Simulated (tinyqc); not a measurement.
# Permittivity of the insulator from five potentials

Problem. A node lies on a semiconductor-insulator interface. Steps: hs = tb/3 down into the semiconductor, ho = tox/1 up into the insulator, hy = L/6 sideways. The flux balance of its box reads eox (hy/ho)(above - node) + eps_r (hy/hs)(below - node) + [(eps_r hs + eox ho)/(2 hy)](left + right - 2 node) - q Na (hs/2) hy/eps0 = 0. Find eox.

Parameters, values chosen for the exercise; semiconductor permittivity close to that of germanium: relative permittivity of the semiconductor eps_r = 15.7; half the body thickness tb = 8 nm; insulator thickness tox = 1.7 nm; channel length L = 30 nm; acceptor density of the depleted body Na = 0 cm^-3.

Constants: q = 1.602176634e-19 C, eps0 = 8.8541878128e-14 F/cm where lengths are in cm. Results are converted to the units shown.

psi (V): node 0.38493696, above -0.05, below 0.59022614, left 0.16004128, right 1.26

Solution. The balance is linear in eox.

eox = 7.500

Computed by the program tinyqc: `OMP_NUM_THREADS=1 python tinyqc.py 2480052 2480053 out.jsonl`, one thread of a shared Intel Xeon 2.30GHz, about 0.1 s for the whole run.
